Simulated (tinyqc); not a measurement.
# Lossy on-chip transmission line with skin effect: line properties against frequency

A uniform line in a homogeneous dielectric: c = sqrt(er)/(c0 Z0), l = Z0 sqrt(er)/c0 (c0 = 299792458 m/s), g = w c td, w = 2 pi f. The resistance joins its limits as r = sqrt(r_dc^2 + r_hf^2), with r_dc = rho/(wd th), r_hf = kr rho/(2 delta (wd + th)), delta = sqrt(rho/(pi f mu0)), mu0 = 4 pi 1e-7 H/m; this is an interpolation, and internal inductance, up to 0.05 nH/mm at low frequency, is neglected.

gamma = sqrt((r + i w l)(g + i w c)) = alpha + i beta, Zc = sqrt((r + i w l)/(g + i w c)), roots with positive real part; loss 8.685889638 alpha in dB; phase velocity w/beta. ZL = 1/(1/RL + i w CL); reflection (ZL - Zc)/(ZL + Zc); Zin = Zc (ZL + Zc tanh(gamma len))/(Zc + ZL tanh(gamma len)); H = V_load/V_source = [Zin/(Zin + Rg)]/[cosh(gamma len) + (Zc/ZL) sinh(gamma len)].

Inputs (values chosen for the exercise):
- wd = 2.9 um (width of the strip)
- th = 0.53 um (thickness of the strip)
- rho = 1.8 uohm cm (resistivity)
- er = 3.9 (relative permittivity)
- td = 0 (loss tangent)
- Z0 = 75 ohm (lossless impedance sqrt(l/c))
- kr = 1.5 (factor for crowding and the return path)
- len = 2.7 mm (length)
- Rg = 25 ohm (source resistance)
- RL = 1000 ohm (load resistance)
- CL = 100 fF (load capacitance)

Results:
```
f (GHz)  r (ohm/mm)   r/(w l)  loss (dB/mm)  |Zc| (ohm)  phase velocity over c0  length in wavelengths  |H| (dB)
0.01         11.713    377.31      0.049313      1456.8                0.036818              0.0024462  -0.47840
0.09         11.724    41.965       0.14645      485.92                 0.10924              0.0074203  -0.47817
0.3          11.755    12.622       0.26043      266.87                 0.19375               0.013945  -0.47385
0.8          11.827    4.7623       0.39987      165.45                 0.29567               0.024368  -0.44203
2            11.998    1.9325       0.55132      110.63                 0.40184               0.044825  -0.24447
7            12.686   0.58381       0.70720      80.706                 0.48749                0.12932    1.8483
20           14.321   0.23068       0.82390      75.978                 0.50308                0.35805   -4.1737
60           18.466  0.099146        1.0680      75.184                 0.50575                 1.0685   -6.7534
```

Estimate the missing row, f = 0.03 GHz.

Computed row:
```
f (GHz)  r (ohm/mm)  r/(w l)  loss (dB/mm)  |Zc| (ohm)  phase velocity over c0  length in wavelengths  |H| (dB)
0.03         11.715   125.80      0.085198      841.22                0.063594              0.0042486  -0.47842
```

With this row back in the table: r equals w l at 3.95 GHz: below it |Zc| and the delay grow as in an RC line, above it |Zc| tends to Z0 = 75 ohm and the velocity to 1/sqrt(er) = 0.506 c0. The loss goes as f^(0.50) between the first two rows and f^(0.24) between the last two. |H| is -0.478 dB in the first row and -6.75 dB in the last; between rows it can pass through resonances that the table doesn't show.

Program tinyqc, `OMP_NUM_THREADS=1 python tinyqc.py 2810121 2810122 out.jsonl`; Intel Xeon 2.30GHz, shared host, one thread, about 0.01 s.
